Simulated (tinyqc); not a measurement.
Inside a calculation (part 1 of 2). Method: RHF in the 6-31g basis, for H4, spin multiplicity 1. Computed by tinyqc, a small Python program that keeps every step (integrals from PySCF). Settings: charge = 0, multiplicity = 1, basis = 6-31g, energy threshold = 1e-10, iteration cap = 73, orthogonalisation = symmetric, start = atomic densities, DIIS depth = 0, shift = 0.5, method = RHF. Command: `OMP_NUM_THREADS=1 python tinyqc.py 23731 23732 out.jsonl` (the two numbers bound the seeds that draw the settings). One thread of a shared host (Intel(R) Xeon(R) Processor @ 2.60GHz), about 0.1 s of CPU time with the checks. Later iterations appear only in the table of the cycle.

## One-electron integrals

Geometry (angstrom):
```
atom         x         y         z
H     0.000000  0.000000  0.000000
H     0.000000  0.000000  0.826000
H     0.000000  0.000000  2.196000
H     0.000000  0.000000  3.022000
```

Basis 6-31g: exponents (1/bohr^2) and contraction coefficients of normalised primitives:
```
element  l (shell)   exponent  coefficient
H            s (1)  18.731137     0.033495
H            s (1)   2.825394     0.234727
H            s (1)   0.640122     0.813757
H            s (2)   0.161278     1.000000
```

Overlap, kinetic and nuclear-attraction integrals over the contracted functions; the nuclear repulsion is the sum of Za Zb / Rab.

nuclear repulsion = 2.32461623 hartree

overlap S, lower triangle:
```
          1H 1s     1H 2s     2H 1s     2H 2s     3H 1s     3H 2s     4H 1s     4H 2s
1H 1s  1.000000
1H 2s  0.658292  1.000000
2H 1s  0.381220  0.477888  1.000000
2H 2s  0.477888  0.821624  0.658292  1.000000
3H 1s  0.002707  0.068883  0.085598  0.272974  1.000000
3H 2s  0.068883  0.249400  0.272974  0.582466  0.658292  1.000000
4H 1s  0.000019  0.009258  0.002707  0.068883  0.381220  0.477888  1.000000
4H 2s  0.009258  0.072089  0.068883  0.249400  0.477888  0.821624  0.658292  1.000000
```

kinetic energy T (hartree), lower triangle:
```
           1H 1s      1H 2s      2H 1s      2H 2s     3H 1s     3H 2s     4H 1s     4H 2s
1H 1s   1.395678
1H 2s   0.259735   0.241917
2H 1s   0.147249   0.148033   1.395678
2H 2s   0.148033   0.172730   0.259735   0.241917
3H 1s  -0.007126  -0.013606  -0.049193   0.044275  1.395678
3H 2s  -0.013606   0.004477   0.044275   0.090136  0.259735  0.241917
4H 1s  -0.000111  -0.006630  -0.007126  -0.013606  0.147249  0.148033  1.395678
4H 2s  -0.006630  -0.013136  -0.013606   0.004477  0.148033  0.172730  0.259735  0.241917
```

nuclear attraction V (hartree), lower triangle:
```
           1H 1s      1H 2s      2H 1s      2H 2s      3H 1s      3H 2s      4H 1s      4H 2s
1H 1s  -2.704653
1H 2s  -1.419923  -1.562872
2H 1s  -1.021115  -1.135617  -2.915797
2H 2s  -1.073819  -1.396818  -1.558687  -1.759509
3H 1s  -0.006468  -0.151914  -0.193423  -0.621959  -2.915797
3H 2s  -0.159103  -0.441170  -0.621959  -1.030396  -1.558687  -1.759509
4H 1s  -0.000042  -0.021369  -0.006468  -0.159103  -1.021115  -1.073819  -2.704653
4H 2s  -0.021369  -0.127527  -0.151914  -0.441170  -1.135617  -1.396818  -1.419923  -1.562872
```

core Hamiltonian H = T + V (hartree), lower triangle:
```
           1H 1s      1H 2s      2H 1s      2H 2s      3H 1s      3H 2s      4H 1s      4H 2s
1H 1s  -1.308975
1H 2s  -1.160188  -1.320955
2H 1s  -0.873866  -0.987584  -1.520118
2H 2s  -0.925786  -1.224088  -1.298952  -1.517592
3H 1s  -0.013594  -0.165521  -0.242616  -0.577684  -1.520118
3H 2s  -0.172709  -0.436693  -0.577684  -0.940260  -1.298952  -1.517592
4H 1s  -0.000154  -0.027999  -0.013594  -0.172709  -0.873866  -0.925786  -1.308975
4H 2s  -0.027999  -0.140664  -0.165521  -0.436693  -0.987584  -1.224088  -1.160188  -1.320955
```

## Two-electron integrals

Functions are numbered as in S; the eight-fold symmetry (ij|kl) = (ji|kl) = (kl|ij) leaves the list below.

Two-electron integrals (ij|kl) in chemists' order, unique and non-zero (hartree):
```
(11|11) 1.076566   (21|11) 0.578470   (21|21) 0.329423   (22|11) 0.587396
(22|21) 0.361304   (22|22) 0.453150   (31|11) 0.330964   (31|21) 0.189764
(31|22) 0.209332   (31|31) 0.138586   (32|11) 0.309422   (32|21) 0.189209
(32|22) 0.231764   (32|31) 0.145702   (32|32) 0.172576   (33|11) 0.610051
(33|21) 0.381420   (33|22) 0.479915   (33|31) 0.330964   (33|32) 0.412275
(33|33) 1.076566   (41|11) 0.412275   (41|21) 0.235780   (41|22) 0.260345
(41|31) 0.145702   (41|32) 0.148644   (41|33) 0.309422   (41|41) 0.172576
(42|11) 0.457244   (42|21) 0.283132   (42|22) 0.360478   (42|31) 0.181091
(42|32) 0.211066   (42|33) 0.457244   (42|41) 0.211066   (42|42) 0.305906
(43|11) 0.381420   (43|21) 0.237759   (43|22) 0.302224   (43|31) 0.189764
(43|32) 0.235780   (43|33) 0.578470   (43|41) 0.189209   (43|42) 0.283132
(43|43) 0.329423   (44|11) 0.479915   (44|21) 0.302224   (44|22) 0.400185
(44|31) 0.209332   (44|32) 0.260345   (44|33) 0.587396   (44|41) 0.231764
(44|42) 0.360478   (44|43) 0.361304   (44|44) 0.453150   (51|11) 0.001292
(51|21) 0.000831   (51|22) 0.001128   (51|31) 0.000699   (51|32) 0.000955
(51|33) 0.002462   (51|41) 0.000674   (51|42) 0.001112   (51|43) 0.001398
(51|44) 0.001515   (51|51) 0.000007   (52|11) 0.020516   (52|21) 0.013480
(52|22) 0.020054   (52|31) 0.010172   (52|32) 0.014933   (52|33) 0.035998
(52|41) 0.010678   (52|42) 0.020207   (52|43) 0.022732   (52|44) 0.029839
(52|51) 0.000116   (52|52) 0.003488   (53|11) 0.030208   (53|21) 0.019809
(53|22) 0.028899   (53|31) 0.015846   (53|32) 0.023434   (53|33) 0.059252
(53|41) 0.015927   (53|42) 0.029387   (53|43) 0.035785   (53|44) 0.042893
(53|51) 0.000186   (53|52) 0.004539   (53|53) 0.006619   (54|11) 0.074507
(54|21) 0.049011   (54|22) 0.073567   (54|31) 0.036185   (54|32) 0.053085
(54|33) 0.126130   (54|41) 0.038591   (54|42) 0.073942   (54|43) 0.080894
(54|44) 0.110171   (54|51) 0.000414   (54|52) 0.013772   (54|53) 0.017020
(54|54) 0.055782   (55|11) 0.240973   (55|21) 0.158627   (55|22) 0.240401
(55|31) 0.113645   (55|32) 0.165714   (55|33) 0.385626   (55|41) 0.123819
(55|42) 0.240568   (55|43) 0.252526   (55|44) 0.364163   (55|51) 0.001292
(55|52) 0.053331   (55|53) 0.059252   (55|54) 0.228105   (55|55) 1.076566
(61|11) 0.053331   (61|21) 0.031244   (61|22) 0.035871   (61|31) 0.021618
(61|32) 0.023504   (61|33) 0.052113   (61|41) 0.023719   (61|42) 0.030839
(61|43) 0.030879   (61|44) 0.035810   (61|51) 0.000116   (61|52) 0.001812
(61|53) 0.002772   (61|54) 0.006489   (61|55) 0.020516   (61|61) 0.003488
(62|11) 0.104911   (62|21) 0.066930   (62|22) 0.091515   (62|31) 0.047943
(62|32) 0.062217   (62|33) 0.143062   (62|41) 0.051979   (62|42) 0.085129
(62|43) 0.088258   (62|44) 0.111431   (62|51) 0.000386   (62|52) 0.008269
(62|53) 0.011629   (62|54) 0.030946   (62|55) 0.104911   (62|61) 0.008269
(62|62) 0.028186   (63|11) 0.130082   (63|21) 0.083230   (63|22) 0.112270
(63|31) 0.067935   (63|32) 0.090833   (63|33) 0.228105   (63|41) 0.066942
(63|42) 0.109146   (63|43) 0.131404   (63|44) 0.146785   (63|51) 0.000601
(63|52) 0.010996   (63|53) 0.017020   (63|54) 0.039612   (63|55) 0.126130
(63|61) 0.011325   (63|62) 0.037239   (63|63) 0.055782   (64|11) 0.196637
(64|21) 0.127552   (64|22) 0.182597   (64|31) 0.093080   (64|32) 0.127284
(64|33) 0.296582   (64|41) 0.099893   (64|42) 0.175606   (64|43) 0.185567
(64|44) 0.241978   (64|51) 0.000857   (64|52) 0.021411   (64|53) 0.028564
(64|54) 0.082580   (64|55) 0.296582   (64|61) 0.016322   (64|62) 0.063734
(64|63) 0.082580   (64|64) 0.153739   (65|11) 0.158627   (65|21) 0.104409
(65|22) 0.157916   (65|31) 0.074766   (65|32) 0.108527   (65|33) 0.252526
(65|41) 0.081478   (65|42) 0.157166   (65|43) 0.164568   (65|44) 0.235048
(65|51) 0.000831   (65|52) 0.031244   (65|53) 0.035785   (65|54) 0.131404
(65|55) 0.578470   (65|61) 0.013480   (65|62) 0.066930   (65|63) 0.080894
(65|64) 0.185567   (65|65) 0.329423   (66|11) 0.240401   (66|21) 0.157916
(66|22) 0.236532   (66|31) 0.111855   (66|32) 0.158156   (66|33) 0.364163
(66|41) 0.122773   (66|42) 0.230275   (66|43) 0.235048   (66|44) 0.331618
(66|51) 0.001128   (66|52) 0.035871   (66|53) 0.042893   (66|54) 0.146785
(66|55) 0.587396   (66|61) 0.020054   (66|62) 0.091515   (66|63) 0.110171
(66|64) 0.241978   (66|65) 0.361304   (66|66) 0.453150   (71|11) 0.000007
(71|21) 4.46e-06   (71|22) 0.000007   (71|31) 3.54e-06   (71|32) 0.000005
(71|33) 0.000013   (71|41) 3.58e-06   (71|42) 0.000007   (71|43) 0.000008
(71|44) 0.000010   (71|51) 4.19e-08   (71|52) 1.03e-06   (71|53) 1.50e-06
(71|54) 3.84e-06   (71|55) 0.000013   (71|61) 6.23e-07   (71|62) 2.63e-06
(71|63) 3.84e-06   (71|64) 0.000006   (71|65) 0.000008   (71|66) 0.000010
(72|11) 0.002012   (72|21) 0.001325   (72|22) 0.002008   (72|31) 0.000927
(72|32) 0.001327   (72|33) 0.003042   (72|41) 0.001026   (72|42) 0.001972
(72|43) 0.001994   (72|44) 0.002926   (72|51) 0.000010   (72|52) 0.000384
(72|53) 0.000420   (72|54) 0.001652   (72|55) 0.007465   (72|61) 0.000167
(72|62) 0.000835   (72|63) 0.000969   (72|64) 0.002359   (72|65) 0.004361
(72|66) 0.004942   (72|71) 9.44e-08   (72|72) 0.000062   (73|11) 0.000746
(73|21) 0.000491   (73|22) 0.000739   (73|31) 0.000364   (73|32) 0.000541
(73|33) 0.001292   (73|41) 0.000387   (73|42) 0.000748   (73|43) 0.000831
(73|44) 0.001128   (73|51) 4.35e-06   (73|52) 0.000149   (73|53) 0.000186
(73|54) 0.000601   (73|55) 0.002462   (73|61) 0.000065   (73|62) 0.000319
(73|63) 0.000414   (73|64) 0.000857   (73|65) 0.001398   (73|66) 0.001515
(73|71) 4.19e-08   (73|72) 0.000017   (73|73) 0.000007   (74|11) 0.014005
(74|21) 0.009220   (74|22) 0.013993   (74|31) 0.006366   (74|32) 0.009026
(74|33) 0.020516   (74|41) 0.007113   (74|42) 0.013610   (74|43) 0.013480
(74|44) 0.020054   (74|51) 0.000065   (74|52) 0.002595   (74|53) 0.002772
(74|54) 0.011325   (74|55) 0.052113   (74|61) 0.001150   (74|62) 0.005719
(74|63) 0.006489   (74|64) 0.016322   (74|65) 0.030879   (74|66) 0.035810
(74|71) 6.23e-07   (74|72) 0.000459   (74|73) 0.000116   (74|74) 0.003488
(75|11) 0.077483   (75|21) 0.051007   (75|22) 0.077453   (75|31) 0.035229
(75|32) 0.049994   (75|33) 0.113645   (75|41) 0.039357   (75|42) 0.075481
(75|43) 0.074766   (75|44) 0.111855   (75|51) 0.000364   (75|52) 0.015290
(75|53) 0.015846   (75|54) 0.067935   (75|55) 0.330964   (75|61) 0.006366
(75|62) 0.032124   (75|63) 0.036185   (75|64) 0.093080   (75|65) 0.189764
(75|66) 0.209332   (75|71) 3.54e-06   (75|72) 0.002835   (75|73) 0.000699
(75|74) 0.021618   (75|75) 0.138586   (76|11) 0.088163   (76|21) 0.058037
(76|22) 0.088143   (76|31) 0.039357   (76|32) 0.055057   (76|33) 0.123819
(76|41) 0.044517   (76|42) 0.084489   (76|43) 0.081478   (76|44) 0.122773
(76|51) 0.000387   (76|52) 0.015166   (76|53) 0.015927   (76|54) 0.066942
(76|55) 0.309422   (76|61) 0.007113   (76|62) 0.034829   (76|63) 0.038591
(76|64) 0.099893   (76|65) 0.189209   (76|66) 0.231764   (76|71) 3.58e-06
(76|72) 0.002992   (76|73) 0.000674   (76|74) 0.023719   (76|75) 0.145702
(76|76) 0.172576   (77|11) 0.175108   (77|21) 0.115272   (77|22) 0.175103
(77|31) 0.077483   (77|32) 0.107681   (77|33) 0.240973   (77|41) 0.088163
(77|42) 0.166596   (77|43) 0.158627   (77|44) 0.240401   (77|51) 0.000746
(77|52) 0.029129   (77|53) 0.030208   (77|54) 0.130082   (77|55) 0.610051
(77|61) 0.014005   (77|62) 0.068068   (77|63) 0.074507   (77|64) 0.196637
(77|65) 0.381420   (77|66) 0.479915   (77|71) 0.000007   (77|72) 0.006453
(77|73) 0.001292   (77|74) 0.053331   (77|75) 0.330964   (77|76) 0.412275
(77|77) 1.076566   (81|11) 0.006453   (81|21) 0.003864   (81|22) 0.004603
(81|31) 0.002835   (81|32) 0.003242   (81|33) 0.007465   (81|41) 0.002992
(81|42) 0.004099   (81|43) 0.004361   (81|44) 0.004942   (81|51) 0.000017
(81|52) 0.000272   (81|53) 0.000420   (81|54) 0.000969   (81|55) 0.003042
(81|61) 0.000459   (81|62) 0.001167   (81|63) 0.001652   (81|64) 0.002359
(81|65) 0.001994   (81|66) 0.002926   (81|71) 9.44e-08   (81|72) 0.000025
(81|73) 0.000010   (81|74) 0.000167   (81|75) 0.000927   (81|76) 0.001026
(81|77) 0.002012   (81|81) 0.000062   (82|11) 0.024337   (82|21) 0.015786
(82|22) 0.022599   (82|31) 0.011520   (82|32) 0.015753   (82|33) 0.036707
(82|41) 0.012363   (82|42) 0.021734   (82|43) 0.022967   (82|44) 0.029949
(82|51) 0.000106   (82|52) 0.002650   (82|53) 0.003535   (82|54) 0.010221
(82|55) 0.036707   (82|61) 0.002020   (82|62) 0.007888   (82|63) 0.010221
(82|64) 0.019028   (82|65) 0.022967   (82|66) 0.029949   (82|71) 8.01e-07
(82|72) 0.000292   (82|73) 0.000106   (82|74) 0.002020   (82|75) 0.011520
(82|76) 0.012363   (82|77) 0.024337   (82|81) 0.000292   (82|82) 0.002355
(83|11) 0.029129   (83|21) 0.018845   (83|22) 0.026236   (83|31) 0.015290
(83|32) 0.021208   (83|33) 0.053331   (83|41) 0.015166   (83|42) 0.025922
(83|43) 0.031244   (83|44) 0.035871   (83|51) 0.000149   (83|52) 0.003008
(83|53) 0.004539   (83|54) 0.010996   (83|55) 0.035998   (83|61) 0.002595
(83|62) 0.009313   (83|63) 0.013772   (83|64) 0.021411   (83|65) 0.022732
(83|66) 0.029839   (83|71) 1.03e-06   (83|72) 0.000272   (83|73) 0.000116
(83|74) 0.001812   (83|75) 0.010172   (83|76) 0.010678   (83|77) 0.020516
(83|81) 0.000384   (83|82) 0.002650   (83|83) 0.003488   (84|11) 0.068068
(84|21) 0.044580   (84|22) 0.065925   (84|31) 0.032124   (84|32) 0.045189
(84|33) 0.104911   (84|41) 0.034829   (84|42) 0.064238   (84|43) 0.066930
(84|44) 0.091515   (84|51) 0.000319   (84|52) 0.009313   (84|53) 0.011629
(84|54) 0.037239   (84|55) 0.143062   (84|61) 0.005719   (84|62) 0.024892
(84|63) 0.030946   (84|64) 0.063734   (84|65) 0.088258   (84|66) 0.111431
(84|71) 2.63e-06   (84|72) 0.001167   (84|73) 0.000386   (84|74) 0.008269
(84|75) 0.047943   (84|76) 0.051979   (84|77) 0.104911   (84|81) 0.000835
(84|82) 0.007888   (84|83) 0.008269   (84|84) 0.028186   (85|11) 0.107681
(85|21) 0.070882   (85|22) 0.107431   (85|31) 0.049994   (85|32) 0.071940
(85|33) 0.165714   (85|41) 0.055057   (85|42) 0.106071   (85|43) 0.108527
(85|44) 0.158156   (85|51) 0.000541   (85|52) 0.021208   (85|53) 0.023434
(85|54) 0.090833   (85|55) 0.412275   (85|61) 0.009026   (85|62) 0.045189
(85|63) 0.053085   (85|64) 0.127284   (85|65) 0.235780   (85|66) 0.260345
(85|71) 0.000005   (85|72) 0.003242   (85|73) 0.000955   (85|74) 0.023504
(85|75) 0.145702   (85|76) 0.148644   (85|77) 0.309422   (85|81) 0.001327
(85|82) 0.015753   (85|83) 0.014933   (85|84) 0.062217   (85|85) 0.172576
(86|11) 0.166596   (86|21) 0.109621   (86|22) 0.165797   (86|31) 0.075481
(86|32) 0.106071   (86|33) 0.240568   (86|41) 0.084489   (86|42) 0.159675
(86|43) 0.157166   (86|44) 0.230275   (86|51) 0.000748   (86|52) 0.025922
(86|53) 0.029387   (86|54) 0.109146   (86|55) 0.457244   (86|61) 0.013610
(86|62) 0.064238   (86|63) 0.073942   (86|64) 0.175606   (86|65) 0.283132
(86|66) 0.360478   (86|71) 0.000007   (86|72) 0.004099   (86|73) 0.001112
(86|74) 0.030839   (86|75) 0.181091   (86|76) 0.211066   (86|77) 0.457244
(86|81) 0.001972   (86|82) 0.021734   (86|83) 0.020207   (86|84) 0.085129
(86|85) 0.211066   (86|86) 0.305906   (87|11) 0.115272   (87|21) 0.075883
(87|22) 0.115261   (87|31) 0.051007   (87|32) 0.070882   (87|33) 0.158627
(87|41) 0.058037   (87|42) 0.109621   (87|43) 0.104409   (87|44) 0.157916
(87|51) 0.000491   (87|52) 0.018845   (87|53) 0.019809   (87|54) 0.083230
(87|55) 0.381420   (87|61) 0.009220   (87|62) 0.044580   (87|63) 0.049011
(87|64) 0.127552   (87|65) 0.237759   (87|66) 0.302224   (87|71) 4.46e-06
(87|72) 0.003864   (87|73) 0.000831   (87|74) 0.031244   (87|75) 0.189764
(87|76) 0.235780   (87|77) 0.578470   (87|81) 0.001325   (87|82) 0.015786
(87|83) 0.013480   (87|84) 0.066930   (87|85) 0.189209   (87|86) 0.283132
(87|87) 0.329423   (88|11) 0.175103   (88|21) 0.115261   (88|22) 0.174901
(88|31) 0.077453   (88|32) 0.107431   (88|33) 0.240401   (88|41) 0.088143
(88|42) 0.165797   (88|43) 0.157916   (88|44) 0.236532   (88|51) 0.000739
(88|52) 0.026236   (88|53) 0.028899   (88|54) 0.112270   (88|55) 0.479915
(88|61) 0.013993   (88|62) 0.065925   (88|63) 0.073567   (88|64) 0.182597
(88|65) 0.302224   (88|66) 0.400185   (88|71) 0.000007   (88|72) 0.004603
(88|73) 0.001128   (88|74) 0.035871   (88|75) 0.209332   (88|76) 0.260345
(88|77) 0.587396   (88|81) 0.002008   (88|82) 0.022599   (88|83) 0.020054
(88|84) 0.091515   (88|85) 0.231764   (88|86) 0.360478   (88|87) 0.361304
(88|88) 0.453150
```

## Orthogonalisation

S = U s U^T; symmetric (Loewdin) form X = U s^(-1/2) U^T, so that X^T S X = 1.

eigenvalues of S: 0.029880  0.120947  0.355889  0.472574  0.611262  0.768067  2.262796  3.378585

X, lower triangle:
```
           1H 1s      1H 2s      2H 1s      2H 2s      3H 1s      3H 2s      4H 1s     4H 2s
1H 1s   1.278672
1H 2s  -0.481082   2.111058
2H 1s  -0.133803   0.132019   1.299081
2H 2s   0.002197  -1.412359  -0.639195   3.021350
3H 1s  -0.011815  -0.013820   0.016415   0.096257   1.299081
3H 2s   0.103069   0.556995   0.096257  -1.486283  -0.639195   3.021350
4H 1s  -0.009263  -0.041685  -0.011815   0.103069  -0.133803   0.002197   1.278672
4H 2s  -0.041685  -0.215846  -0.013820   0.556995   0.132019  -1.412359  -0.481082  2.111058
```

## Starting guess

The start is atomic minimal-basis densities projected into this basis (PySCF's MINAO start) and scaled to the electron count of each spin; this density is not idempotent, so its energy is not variational and may lie below the converged one.

D at the start, lower triangle:
```
           1H 1s      1H 2s      2H 1s     2H 2s      3H 1s      3H 2s     4H 1s     4H 2s
1H 1s   0.271476
1H 2s   0.304602   0.343385
2H 1s  -0.004644   0.011295   0.275726
2H 2s  -0.012487   0.003803   0.289740  0.306133
3H 1s  -0.007273   0.004452  -0.007253  0.000592   0.275726
3H 2s   0.010490   0.025529   0.000592  0.008280   0.289740   0.306133
4H 1s  -0.002888  -0.002450  -0.007273  0.010490  -0.004644  -0.012487  0.271476
4H 2s  -0.002450  -0.000303   0.004452  0.025529   0.011295   0.003803  0.304602  0.343385
```

## Iteration 1: building the Fock matrix

J_ij = sum D_kl (ij|kl), K_ij = sum D_kl (ik|jl); F = H + J - 0.5 K; E = tr D H + tr D J / 2 - 0.25 tr D K + E_nn.

Coulomb J (hartree), lower triangle:
```
          1H 1s     1H 2s     2H 1s     2H 2s     3H 1s     3H 2s     4H 1s     4H 2s
1H 1s  1.803905
1H 2s  1.094988  1.385707
2H 1s  0.736678  0.884562  2.006127
2H 2s  0.825889  1.230275  1.224985  1.560515
3H 1s  0.005201  0.126733  0.162999  0.505589  2.006127
3H 2s  0.124024  0.394137  0.505589  0.925891  1.224985  1.560515
4H 1s  0.000037  0.016889  0.005201  0.124024  0.736678  0.825889  1.803905
4H 2s  0.016889  0.114593  0.126733  0.394137  0.884562  1.230275  1.094988  1.385707
```

exchange K (hartree), lower triangle:
```
          1H 1s     1H 2s     2H 1s     2H 2s     3H 1s     3H 2s     4H 1s     4H 2s
1H 1s  0.930389
1H 2s  0.764639  0.751827
2H 1s  0.608158  0.684246  0.961710
2H 2s  0.670619  0.742279  0.817083  0.867284
3H 1s  0.058187  0.159374  0.200592  0.397099  0.961710
3H 2s  0.193657  0.314201  0.397099  0.557958  0.817083  0.867284
4H 1s  0.013589  0.058547  0.058187  0.193657  0.608158  0.670619  0.930389
4H 2s  0.058547  0.133887  0.159374  0.314201  0.684246  0.742279  0.764639  0.751827
```

Fock matrix F (hartree), lower triangle:
```
           1H 1s      1H 2s      2H 1s      2H 2s      3H 1s      3H 2s      4H 1s      4H 2s
1H 1s   0.029736
1H 2s  -0.447520  -0.311162
2H 1s  -0.441267  -0.445145   0.005154
2H 2s  -0.435207  -0.364953  -0.482508  -0.390719
3H 1s  -0.037487  -0.118475  -0.179913  -0.270644   0.005154
3H 2s  -0.145513  -0.199656  -0.270644  -0.293348  -0.482508  -0.390719
4H 1s  -0.006912  -0.040385  -0.037487  -0.145513  -0.441267  -0.435207   0.029736
4H 2s  -0.040385  -0.093014  -0.118475  -0.199656  -0.445145  -0.364953  -0.447520  -0.311162
```

total energy of this density = -1.64369031 hartree

This density is the starting one; it is not idempotent, so its energy is not variational and may lie below the converged one.
